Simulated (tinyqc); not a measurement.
# Square on-chip spiral inductor, lumped pi model: two studies

Outer diameter do = di + 2 n wd + 2 (n - 1) sp, mean da = (do + di)/2, fill p = (do - di)/(do + di), length l = 4 n da. L = 2.34 mu0 n^2 da/(1 + 2.75 p), mu0 = 4 pi 1e-7 H/m. Rs = rho l/(wd delta (1 - exp(-th/delta))), delta = sqrt(rho/(pi f mu0)). Cs = n wd^2 eps0 eo/hu across the coil. At each end Cox = l wd eps0 eo/(2 ho) leads to the substrate branch Rsi = 2 rs he/(l wd) in parallel with Csi = l wd eps0 11.7/(2 he). With one end grounded Y = 1/(Rs + i w L) + i w Cs + 1/[1/(i w Cox) + 1/(1/Rsi + i w Csi)], w = 2 pi f; Q = -Im Y/Re Y. Eddy currents in neighbouring turns and in the substrate are left out.

Values chosen for this exercise; values of the order met in silicon radio-frequency processes: number of turns n = 3.5; line width wd = 8 um; space between turns sp = 3 um; inner diameter di = 140 um; metal thickness th = 3.4 um; metal resistivity rho = 2.2 uohm cm; oxide below the coil ho = 6.7 um; oxide between coil and underpass hu = 0.9 um; relative permittivity of the oxide eo = 4.1; substrate resistivity rs = 1000 ohm cm; effective spreading depth in the substrate he = 30 um; frequency f = 2.7 GHz.

Constants: eps0 = 8.8541878128e-12 F/m. Results are converted to the units shown.

Each table varies one quantity; the others keep the values above.

## Quality factor against frequency

Apparent inductance Im(1/Y)/w; share of the loss Re(substrate branch)/Re Y.

Results:

| f (GHz) | Rs (ohm) | w L/Rs | Q | apparent inductance (nH) | loss in the substrate (%) |
|---|---|---|---|---|---|
| 0.24 | 2.770 | 2.211 | 2.210 | 4.063 | 0.01877 |
| 0.39 | 3.013 | 3.303 | 3.299 | 4.065 | 0.04284 |
| 0.64 | 3.347 | 4.880 | 4.865 | 4.069 | 0.1005 |
| 1.1 | 3.853 | 7.288 | 7.226 | 4.085 | 0.2533 |
| 1.7 | 4.406 | 9.849 | 9.660 | 4.118 | 0.5242 |
| 4.6 | 6.432 | 18.25 | 15.98 | 4.516 | 2.559 |
| 7.5 | 7.993 | 23.95 | 16.58 | 5.546 | 5.313 |
| 12 | 9.983 | 30.68 | 8.584 | 12.86 | 10.31 |

Estimate the missing row, f = 2.8 GHz.

Computed row:

| f (GHz) | Rs (ohm) | w L/Rs | Q | apparent inductance (nH) | loss in the substrate (%) |
|---|---|---|---|---|---|
| 2.8 | 5.262 | 13.58 | 12.92 | 4.219 | 1.178 |

With this row back in the table: Q goes from 2.21 through a maximum of 16.6 (at f = 7.5 GHz among the rows listed) to 8.58; the exact peak is 16.9 at 6.39 GHz and Q reaches zero at the self-resonance, 14.5 GHz. The share of the substrate rises from 0.0188 to 10.3 %, and the apparent inductance ends at 3.17 times L. At the peak the substrate takes 4.20 % of the loss. For f = 12 the coil is longer than 0.15 of a wavelength in the oxide, where one lumped section is rough.

## Effect of the substrate resistivity

Same model as above.

Peak Q and its frequency from a search over f; self-resonance where Im Y = 0; Q at the given f (negative beyond resonance).

The same in every row: L (nH) = 4.062; do (um) = 211.0.

Results:

| rs (ohm cm) | peak Q | f of the peak (GHz) | self-resonance (GHz) | Q at f |
|---|---|---|---|---|
| 0.1 | 14.17 | 4.549 | 10.00 | 12.28 |
| 3 | 11.79 | 3.187 | 10.63 | 11.54 |
| 10 | 10.41 | 2.647 | 13.30 | 10.41 |
| 30 | 10.21 | 2.965 | 14.32 | 10.17 |
| 100 | 13.01 | 4.689 | 14.45 | 11.55 |
| 1000 | 16.92 | 6.386 | 14.47 | 12.67 |
| 10000 | 17.61 | 6.666 | 14.47 | 12.80 |

Estimate the missing row, rs = 1 ohm cm.

Computed row:

| rs (ohm cm) | peak Q | f of the peak (GHz) | self-resonance (GHz) | Q at f |
|---|---|---|---|---|
| 1 | 12.96 | 3.788 | 10.07 | 12.03 |

With this row back in the table: As rs goes from 0.1 to 10000, L stays at 4.06 nH, the peak Q goes from 14.2 through a minimum of 10.2 (at rs = 30 among the rows listed) to 17.6, its frequency goes from 4.55 through a minimum of 2.65 (at rs = 10 among the rows listed) to 6.67 GHz and the self-resonance rises from 10.0 to 14.5 GHz. In this model both a very low and a very high resistivity dissipate little: the first shorts the branch to a pure Cox, the second blocks the current. For rs = 0.1, 1 eddy currents in the substrate, left out, would lower Q markedly.

Program tinyqc, `OMP_NUM_THREADS=1 python tinyqc.py 2302232 2302233 out.jsonl`; Intel Xeon 2.30GHz, shared host, one thread, about 0.01 s.
